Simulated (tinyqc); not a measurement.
Inside a calculation. Method: RHF in the sto-6g basis, for H2, spin multiplicity 1. Computed by tinyqc, a small Python program that keeps every step (integrals from PySCF). Settings: charge = 0, multiplicity = 1, basis = sto-6g, energy threshold = 1e-10, iteration cap = 90, orthogonalisation = symmetric, start = core, DIIS depth = 3, DIIS from iteration = 3, damping = 0.7, method = RHF. Command: `OMP_NUM_THREADS=1 python tinyqc.py 29085 29086 out.jsonl` (the two numbers bound the seeds that draw the settings). One thread of a shared host (Intel(R) Xeon(R) Processor @ 2.60GHz), about 0.04 s of CPU time with the checks. Later iterations appear only in the table of the cycle.

## One-electron integrals

Geometry (angstrom):
```
atom         x         y         z
H     0.000000  0.000000  0.000000
H     0.000000  0.000000  0.805000
```

Basis sto-6g: exponents (1/bohr^2) and contraction coefficients of normalised primitives:
```
element  l (shell)   exponent  coefficient
H            s (1)  35.523221     0.009164
H            s (1)   6.513144     0.049361
H            s (1)   1.822143     0.168538
H            s (1)   0.625955     0.370563
H            s (1)   0.243077     0.416492
H            s (1)   0.100112     0.130334
```

Overlap, kinetic and nuclear-attraction integrals over the contracted functions; the nuclear repulsion is the sum of Za Zb / Rab.

nuclear repulsion = 0.65736299 hartree

overlap S, order 1H 1s, 2H 1s:
```
[[1.000000, 0.617490],
 [0.617490, 1.000000]]
```

kinetic energy T (hartree), order 1H 1s, 2H 1s:
```
[[0.768522, 0.198195],
 [0.198195, 0.768522]]
```

nuclear attraction V (hartree), order 1H 1s, 2H 1s:
```
[[-1.853299, -1.085294],
 [-1.085294, -1.853299]]
```

core Hamiltonian H = T + V (hartree), order 1H 1s, 2H 1s:
```
[[-1.084777, -0.887099],
 [-0.887099, -1.084777]]
```

## Two-electron integrals

Functions are numbered as in S; the eight-fold symmetry (ij|kl) = (ji|kl) = (kl|ij) leaves the list below.

Two-electron integrals (ij|kl) in chemists' order, unique and non-zero (hartree):
```
(11|11) 0.774999   (21|11) 0.408059   (21|21) 0.256256   (22|11) 0.545810
(22|21) 0.408059   (22|22) 0.774999
```

## Orthogonalisation

S = U s U^T; symmetric (Loewdin) form X = U s^(-1/2) U^T, so that X^T S X = 1.

eigenvalues of S: [0.382510, 1.617490]

X, order 1H 1s, 2H 1s:
```
[[1.201584, -0.415300],
 [-0.415300, 1.201584]]
```

## Starting guess

The start is the orbitals of the core Hamiltonian; D = 2 C_occ C_occ^T.

D at the start, order 1H 1s, 2H 1s:
```
[[0.618242, 0.618242],
 [0.618242, 0.618242]]
```

## Iteration 1: building the Fock matrix

J_ij = sum D_kl (ij|kl), K_ij = sum D_kl (ik|jl); F = H + J - 0.5 K; E = tr D H + tr D J / 2 - 0.25 tr D K + E_nn.

Coulomb J (hartree), order 1H 1s, 2H 1s:
```
[[1.321137, 0.821415],
 [0.821415, 1.321137]]
```

exchange K (hartree), order 1H 1s, 2H 1s:
```
[[1.142123, 1.000429],
 [1.000429, 1.142123]]
```

Fock matrix F (hartree), order 1H 1s, 2H 1s:
```
[[-0.334701, -0.565899],
 [-0.565899, -0.334701]]
```

total energy of this density = -1.11852090 hartree

This density is the starting one.

## Iteration 1: diagonalisation and new density

Diagonalise F' = X^T F X, C = X C', fill 1 alpha and 1 beta electrons from the bottom; D = 2 C_occ C_occ^T; the new density keeps 0.7 of the old one (damping). Each column has its largest component positive (the first on a tie).

F' = X^T F X (hartree):
```
[[0.023818, -0.580606],
 [-0.580606, 0.023818]]
```

orbital energies (hartree): [-0.556788, 0.604423]

coefficients C, order 1H 1s, 2H 1s:
```
[[0.555986, 1.143310],
 [0.555986, -1.143310]]
```

D after iteration 1, order 1H 1s, 2H 1s:
```
[[0.618242, 0.618242],
 [0.618242, 0.618242]]
```

## Iteration 2: building the Fock matrix

As before.

Coulomb J (hartree), order 1H 1s, 2H 1s:
```
[[1.321137, 0.821415],
 [0.821415, 1.321137]]
```

exchange K (hartree), order 1H 1s, 2H 1s:
```
[[1.142123, 1.000429],
 [1.000429, 1.142123]]
```

Fock matrix F (hartree), order 1H 1s, 2H 1s:
```
[[-0.334701, -0.565899],
 [-0.565899, -0.334701]]
```

total energy of this density = -1.11852090 hartree

This density is a damped mixture and is not idempotent.

## Iteration 2 (converged): orbitals

Diagonalise F' = X^T F X, C = X C', fill 1 alpha and 1 beta electrons from the bottom; D = 2 C_occ C_occ^T. Each column has its largest component positive (the first on a tie).

F' = X^T F X (hartree):
```
[[0.023818, -0.580606],
 [-0.580606, 0.023818]]
```

orbital energies (hartree): [-0.556788, 0.604423]

coefficients C, order 1H 1s, 2H 1s:
```
[[0.555986, 1.143310],
 [0.555986, -1.143310]]
```

D after iteration 2, order 1H 1s, 2H 1s:
```
[[0.618242, 0.618242],
 [0.618242, 0.618242]]
```

## Convergence

Stop when the energy changes by less than 1e-10 hartree and every element of the error matrix X^T (F D S - S D F) X is below 3e-06.

Course of the cycle:
```
iteration  E (hartree)    change  largest element of the error matrix
1          -1.11852090         -                             6.86e-17
2          -1.11852090  0.000000                             6.86e-17
```

PySCF RHF in the same basis = -1.11852090 hartree

Converged in 2 iterations.

## Populations, bond orders and dipole

Mulliken: Z minus the diagonal of D S on the atom; Loewdin: the same with S^(1/2) D S^(1/2); Mayer order: 2 sum_s sum (D(s) S)_ij (D(s) S)_ji over the two atoms.

Charges (e):
```
atom  Mulliken  Loewdin
1H           0        0
2H           0        0
```

Mayer bond orders:
```
pair     order
2-1   1.000000
```

dipole moment about the origin, x y z (debye): [0.000000, 0.000000, 0.000000]
